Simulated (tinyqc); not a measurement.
Mass from the capacitance plateau.

Problem. Once one two-dimensional band is degenerate, Cq = q gv md m0 q/(pi hbar^2) and 1/C_G = 1/Cox + 1/Cq (no traps). Find Cq, md and the oxide-equivalent thickness 3.9 eps0/Cq that it adds.

Parameters, values chosen for the exercise: valley degeneracy gv = 2.

Constants: q = 1.602176634e-19 C, hbar = 1.054571817e-34 J s, m0 = 9.1093837015e-31 kg, eps0 = 8.8541878128e-14 F/cm where lengths are in cm. Results are converted to the units shown.

C_G on the plateau = 1.0211424 uF/cm^2
Cox = 1.0464040 uF/cm^2

Answer. Removing Cox from the series leaves Cq, which is proportional to gv md.

Cq = 42.30 uF/cm^2
md = 0.3160 m0
added thickness = 0.08164 nm

tinyqc, about 0.01 s, one thread, Intel Xeon 2.30GHz (shared host): `OMP_NUM_THREADS=1 python tinyqc.py 2200101 2200102 out.jsonl`
